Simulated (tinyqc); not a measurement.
What moves the results: quantum-confined Stark effect in a modulator well. A value that a table varies takes the place of the one given here.

Envelopes on cells of 0.5 angstrom over the well |z| < L/2 and 45 angstrom of barrier on each side, psi = 0 beyond, psi'/m continuous (mean mass between points), c = hbar^2/2m0. The electron sees + e F z and the hole - e F z, each with its offset in the barriers; 1 kV/cm = 1e-5 eV/angstrom. Light holes, band mixing and escape by tunnelling are left out.

Exciton: in-plane function exp(-rho/lam), 1/mu = 1/me + 1/mp, E(lam) = c/(mu lam^2) - (q/eps) times the integral over k of Fm(k)(1 + (k lam/2)^2)^(-3/2), Fm(k) the double integral of psi_e^2 psi_h^2 exp(-k |z - z'|), q = e^2/(4 pi eps0); binding Eb = -E at the minimum. Line at Eg + E_e + E_h - Eb, strength proportional to overlap^2/lam^2.

Constants: hbar^2/2m0 = 3.80998211 eV angstrom^2; e^2/(4 pi eps0) = 14.39964547 eV angstrom; hc = 1239.841984 eV nm.

Inputs chosen for the exercise (near those of an InGaAsP well in InP; the results hold for these values, not for the real material):

| symbol | value | unit | meaning |
|---|---|---|---|
| L | 96 | angstrom | well width |
| Vc | 0.2 | eV | conduction offset |
| Vv | 0.312 | eV | heavy-hole offset |
| me | 0.0488 | m0 | electron, well |
| meb | 0.0808 | m0 | electron, barrier |
| mh | 0.373 | m0 | heavy hole along z, well |
| mhb | 0.494 | m0 | heavy hole, barrier |
| Eg | 0.844 | eV | gap of the well |
| mp | 0.109 | m0 | heavy hole in the plane |
| eps | 13.3 |  | dielectric constant |
| Fs | (0, 24, 48, 71, 98, 127, 159) | kV/cm | fields |
| Ls | (56, 74, 92, 112, 136, 164) | angstrom | widths |
| F_L | 85 | kV/cm | field for this table |
| F | 85 | kV/cm | field |

## Raising the field

All quantities anew; shifts from zero field.

Results:

| F (kV/cm) | dE_e (meV) | dE_h (meV) | Eb (meV) | line shift (meV) | overlap^2 | relative strength |
|---|---|---|---|---|---|---|
| 0 | 0.00 | 0.00 | 6.31 | 0.00 | 0.937 | 1.000 |
| 24 | -0.37 | -0.87 | 6.23 | -1.17 | 0.889 | 0.931 |
| 48 | -1.48 | -3.31 | 6.05 | -4.53 | 0.773 | 0.771 |
| 71 | -3.22 | -6.80 | 5.83 | -9.55 | 0.643 | 0.604 |
| 98 | -6.08 | -11.96 | 5.58 | -17.30 | 0.501 | 0.437 |
| 127 | -10.06 | -18.41 | 5.33 | -27.49 | 0.376 | 0.303 |
| 159 | -15.49 | -26.32 | 5.09 | -40.59 | 0.270 | 0.201 |

What can be read from the table?

The line shift grows with exponent 1.96 in F at low field and 1.74 at the end, as the carriers come up against opposite walls and the dipole begins to saturate. The hole gives 70 % of the level shift in the second row and 63 % in the last. The largest shift is 6.4 times the zero-field binding, yet 81 % of the binding survives, since the walls stop the field from pulling the pair apart. Half the strength is gone between 71 and 98 kV/cm.

## Width of the well

Zero-field line, its shift at F_L and the relative strength.

Results:

| L (angstrom) | line at F = 0 (nm) | Eb (meV) | shift (meV) | relative strength | shift x strength (meV) |
|---|---|---|---|---|---|
| 56 | 1338.0 | 6.98 | -3.22 | 0.923 | 2.97 |
| 74 | 1376.6 | 6.66 | -6.58 | 0.786 | 5.17 |
| 92 | 1401.1 | 6.37 | -11.89 | 0.565 | 6.72 |
| 112 | 1419.2 | 6.08 | -19.99 | 0.317 | 6.33 |
| 136 | 1433.4 | 5.78 | -32.25 | 0.124 | 4.00 |
| 164 | 1444.2 | 5.48 | -49.26 | 0.032 | 1.55 |

How do the results move?

The shift grows with exponent 2.56 in L over the first two rows and 2.26 over the last two, against 4 for hard walls at second order; leakage lowers it in narrow wells and saturation in wide ones. The strength falls from 0.92 to 0.03, and the product of the two is largest at 92 angstrom.

## What each parameter does

Zero-field line, shift at F, overlap^2 and Eb at F. Each row changes one parameter from the base and keeps the others.

Results:

| case | line (nm) | shift (meV) | overlap^2 | Eb (meV) |
|---|---|---|---|---|
| base | 1405.4 | -13.34 | 0.567 | 5.70 |
| L = 86 angstrom | 1394.0 | -9.90 | 0.668 | 6.03 |
| F = 68 kV/cm | 1405.4 | -8.81 | 0.660 | 5.86 |
| Vc = 0.16 eV | 1409.4 | -14.00 | 0.542 | 5.61 |
| Vv = 0.39 eV | 1405.0 | -12.96 | 0.575 | 5.73 |
| me = 0.0561 m0 | 1409.2 | -13.34 | 0.561 | 6.06 |
| mh = 0.317 m0 | 1403.6 | -12.83 | 0.597 | 5.72 |
| eps = 12 | 1407.3 | -13.19 | 0.567 | 6.74 |

How do the results move?

The largest shifts from the base row, up to three for each result and ties (the steps differ in size, so this ranks the rows, not the parameters). line (nm): L -11.3, Vc +4.0, me +3.8; unchanged at the printed digits by F. shift (meV): F +4.53, L +3.44, Vc -0.66; unchanged at the printed digits by me. overlap^2: L +0.101, F +0.093, mh +0.030; unchanged at the printed digits by eps. Eb (meV): eps +1.05, me +0.36, L +0.34.

tinyqc: `OMP_NUM_THREADS=1 python tinyqc.py 1280981 1280982 out.jsonl`; about 0.2 s, one thread, shared Intel(R) Xeon(R) Processor @ 2.30GHz.
